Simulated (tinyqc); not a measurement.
Worked calculation: type-II superlattice in the two-band Kane model. Values are carried at full precision from step to step, so a last printed digit may differ when a step is redone from the rounded ones.

Motion along the axis, period d = a + b, c = hbar^2/2m0. Conduction and light-hole bands couple: (E - Ec)(E - Ev) = Ep c k^2 in each layer, with mass m(E) = (E - Ev)/Ep, which may be negative. The conduction envelope psi and psi'/m(E) are continuous; a layer carries them by [[cos kt, (m/k) sin kt], [-(k/m) sin kt, cos kt]] (cosh and sinh for k^2 < 0), and cos(q d) = tr(M_B M_A)/2. C1 is the first miniband above EvB, with its bottom at tr/2 = +1 and its top at -1; the gap is the bottom of C1 less the top heavy-hole level HH1.

Constants: hbar^2/2m0 = 3.80998211 eV angstrom^2; hc = 1239.841984 eV nm.

Parameters, chosen for this exercise (near those of an InAs/GaSb superlattice; not measured data): a = 47 angstrom (layer A); b = 29 angstrom (layer B); EcA = 0 eV (conduction edge of A); EvA = -0.42 eV (valence edge of A); EcB = 0.945 eV (conduction edge of B); EvB = 0.139 eV (valence edge of B); EpA = 14.6 eV (coupling energy in A); EpB = 18.1 eV (coupling energy in B); E = 0.34 eV (trial energy); mhA = 0.32 m0 (heavy hole in A); mhB = 0.27 m0 (heavy hole in B).

## Wave numbers and masses at one energy

Give k^2 and m(E) in both layers.

Layers:
```
layer  k^2 (1/angstrom^2)  m(E) (m0)
A               0.0046453    0.05205
B              -0.0017634    0.01110
```

In B the decay constant is 0.0420 1/angstrom; across the gap of B it peaks at mid-gap, at 0.0485, and vanishes at both edges.

## Transfer matrices

Form M_A, M_B and half the trace of their product.

M_A (angstrom units):
```
[[-0.99809, -0.047148],
 [0.080827, -0.99809]]
```

M_B (angstrom units):
```
[[1.8378, 0.40776],
 [5.8307, 1.8378]]
```

tr/2 = -1.9553

E lies in a gap of the coupled bands.

## Edges and effective gap

Heavy holes are uncoupled: with e = EvB - E, p = sqrt(mhB e/c), w = sqrt(mhA (EvB - EvA - e)/c), the top level HH1 at q = 0 solves (p/mhB) tan(p b/2) = (w/mhA) tanh(w a/2).

C1 is the first miniband above EvB: bottom at tr/2 = +1, top at -1. The gap is its bottom less HH1; cut-off wavelength hc/gap.

bottom of C1 = 0.2146 eV
top of C1 = 0.2909 eV
HH1 = 0.0525 eV
gap = 0.1621 eV
cut-off = 7.65 micrometre

The bulk edges overlap by 139 meV; confinement lifts the electrons by 215 meV and lowers the holes by 86 meV, which opens the gap. It is 0.39 of the smaller bulk gap.

## Electron mass along the axis

m_z = -2 c f'/d^2 with f = tr/2 differentiated at the bottom of C1 (central difference of 1e-6 eV); compare the bulk edge mass (EcA - EvA)/EpA.

f' = -27.52 1/eV
m_z = 0.0363 m0
bulk edge mass of A = 0.0288 m0

## Checks

- Bottom of C1 from the two-band matrix on a staggered grid of 0.5 angstrom against the transfer matrix, eV: both 0.215.

Run: tinyqc, `OMP_NUM_THREADS=1 python tinyqc.py 1251876 1251877 out.jsonl`; Intel(R) Xeon(R) Processor @ 2.30GHz, one thread, shared host; about 0.05 s of CPU time with all checks.
